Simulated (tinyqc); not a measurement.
# Leakage currents through a thin dielectric, step by step

A worked calculation. Computed by tinyqc, a small Python program that keeps every step. Command: `OMP_NUM_THREADS=1 python tinyqc.py 3017446 3017447 out.jsonl leak walk`. One thread of a shared host (Intel(R) Xeon(R) Processor @ 2.30GHz), about 0.02 s of CPU time with the checks. Intermediate numbers are printed to about 6 digits and carried at full precision; extremes and crossings named in words are read from the listed rows.

Electrons leave an electrode with Fermi energy E_F above its band bottom; barriers are counted from the Fermi level, and both electrodes are alike.

Inputs (values chosen for the exercise, modelled on Al2O3):
```
quantity                           value  unit
barrier height phi_B                2.68    eV
tunnelling mass m                   0.32   m_0
static permittivity k               9.09     -
optical permittivity k_o            3.11     -
trap depth phi_t                     1.3    eV
Poole-Frenkel prefactor sigma_0  0.00088  S/cm
thickness t                          3.1    nm
electrode Fermi energy E_F          0.12    eV
electrode mass m_e                   0.5   m_0
voltage V                           0.74     V
temperature T                        473     K
```

Stack: single layer.

Constants: m_0 = 9.1093837015e-31 kg; e = 1.602176634e-19 C; hbar = 1.054571817e-34 J s; k_B = 8.617333262e-05 eV/K; k_B = 1.380649e-23 J/K; eps_0 = 8.8541878128e-12 F/m; h = 6.62607015e-34 J s.

## Fields

Field F = V/t; equivalent oxide thickness 3.9 t/k.

field F = 2.38710 MV/cm

equivalent oxide thickness = 1.33003 nm

## Transmission at the Fermi level

WKB: a layer of mass m, field F and barrier b(x) = b_0 - e F x gives the exponent (4 sqrt(2 m)/(3 hbar e F)) [b_0^(3/2) - max(b_0 - e F t, 0)^(3/2)] for b_0 > 0; b_0 = barrier - (E - E_F); the transmission is D(E) = exp(-sum of exponents), without image force.

exponent of the dielectric = 27.2800

transmission D(E_F) = 1.42051e-12

At E_F the barrier of the dielectric is trapezoidal (direct tunnelling).

## Tunnel current

Tsu-Esaki: J = (e m_e k_B T/(2 pi^2 hbar^3)) int D(E) ln[(1 + exp((E_F - E)/k_B T))/(1 + exp((E_F - eV - E)/k_B T))] dE over the normal energy E (its change with the mass at an interface is neglected) from max(0, E_F - 3 eV) to E_F + largest barrier, by 100 Gauss-Legendre points in each part, split at E_F - 0.3 eV (if inside the range) and E_F + 8 k_B T. The mean energy weights E - E_F by the integrand.

tunnel current density = 8.58437e-05 A/cm^2

mean energy of the current above E_F = -0.0356275 eV

The current flows close to or below E_F.

## Thermal currents

Schottky emission J = A T^2 exp(-(phi_B - sqrt(e^3 F/(4 pi k_o eps_0)))/k_B T), A = 4 pi e m k_B^2/h^3 with the tunnelling mass; Poole-Frenkel J = sigma_0 F exp(-(phi_t - sqrt(e^3 F/(pi k_o eps_0)))/k_B T); both use the field F of the dielectric.

Schottky lowering = 0.332453 eV

Poole-Frenkel lowering = 0.664907 eV

Schottky current density = 8.35128e-19 A/cm^2

Poole-Frenkel current density = 3.59321e-04 A/cm^2

The Poole-Frenkel lowering is twice the Schottky one, because the charge of a trap is fixed while an image charge moves with the electron.

## Which mechanism rules?

The formulas are those given above.

Current densities (A/cm^2):
```
V (V)  F (MV/cm)   tunnelling     Schottky  Poole-Frenkel
0.15     0.48387  1.45751e-05  9.42552e-21    9.27784e-09
0.26     0.83871  2.10819e-05  3.01413e-20    1.64453e-07
0.37     1.19355  2.89354e-05  7.66034e-20    1.51162e-06
0.52     1.67742  4.46559e-05  2.23293e-19    1.80509e-05
0.63     2.03226  6.17461e-05  4.44519e-19    8.66694e-05
0.74     2.38710  8.58437e-05  8.35128e-19    3.59321e-04
0.89     2.87097  1.35809e-04  1.83744e-18    2.09199e-03
1.10     3.54839  2.63338e-04  4.99198e-18    1.90846e-02
```

The largest current is tunnelling from 0.150 to 0.520, Poole-Frenkel from 0.630 to 1.10 V. Over the table tunnelling grows by 1.3 decades, Schottky by 2.7 and Poole-Frenkel by 6.3. A plot of ln(J/F) against sqrt(F) for the Poole-Frenkel column has the slope 10.56 per sqrt(MV/cm), from which k_o follows; reading it as Schottky emission would give about k_o/4.

Checks made by the program: energy integral against adaptive quadrature (relative difference below 1e-10).
